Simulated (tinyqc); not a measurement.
What moves the magnetoresistance: exchange-split free-electron bands and tunnelling magnetoresistance.

Majority and minority bands E = c k^2/m -/+ Dx/2, c = hbar^2/2m0, so k_up = sqrt(m (EF + Dx/2)/c), k_dn = sqrt(m (EF - Dx/2)/c); n_s = k_s^3/(6 pi^2), D_s = m k_s/(4 pi^2 c).

Barrier: kappa = sqrt(mb phi/c), c = hbar^2/2m0. With a = k1/m, b = k2/m, w = kappa/mb, the transmission at normal incidence is T(k1, k2) = 4 a b w^2/[w^2 (a + b)^2 + (w^2 + a^2)(w^2 + b^2) sinh^2(kappa d)]. Parallel: G_P = T(up, up) + T(dn, dn); antiparallel: G_AP = 2 T(up, dn); TMR = (G_P - G_AP)/G_AP. Julliere: TMR = 2 P^2/(1 - P^2). Slonczewski factor: P_eff = P_k (w^2 - a_up a_dn)/(w^2 + a_up a_dn), P_k = (k_up - k_dn)/(k_up + k_dn).

Constants: hbar^2/2m0 = 3.80998211 eV angstrom^2.

Values chosen for the exercise: EF = 4.69 eV (Fermi energy above the mean band bottom); Dx = 3.5 eV (exchange splitting); m = 1.19 m0 (mass in the electrodes); phi = 1.49 eV (barrier height above EF); mb = 1 m0 (mass in the barrier); d = 12.8 angstrom (barrier thickness).

All results formed anew.

Results for these values:

| case | P_k | P_eff | TMR (%) | G_P |
|---|---|---|---|---|
| base | 0.1936 | -0.0815 | 1.34 | 7.21e-07 |

What happens to each result for d = 14.8 angstrom, all else kept?

Answer: P_k does not change at the printed digits; P_eff does not change at the printed digits; TMR does not change at the printed digits; G_P falls from 7.21e-07 to 5.91e-08.

The same for each parameter in turn:

| case | P_k | P_eff | TMR (%) | G_P |
|---|---|---|---|---|
| base | 0.1936 | -0.0815 | 1.34 | 7.21e-07 |
| Dx = 3.675 eV | 0.2041 | -0.0852 | 1.46 | 7.21e-07 |
| EF = 5.159 eV | 0.1748 | -0.0812 | 1.33 | 6.91e-07 |
| phi = 1.937 eV | 0.1936 | -0.0595 | 0.71 | 8.33e-08 |
| mb = 0.8 m0 | 0.1936 | -0.0629 | 0.79 | 4.21e-06 |
| d = 14.8 angstrom | 0.1936 | -0.0815 | 1.34 | 5.91e-08 |
| m = 1.428 m0 | 0.1936 | -0.0664 | 0.89 | 7.68e-07 |

Run: tinyqc, `OMP_NUM_THREADS=1 python tinyqc.py 1681756 1681757 out.jsonl`; Intel(R) Xeon(R) Processor @ 2.30GHz, one thread, shared host; about 0.01 s of CPU time with all checks.
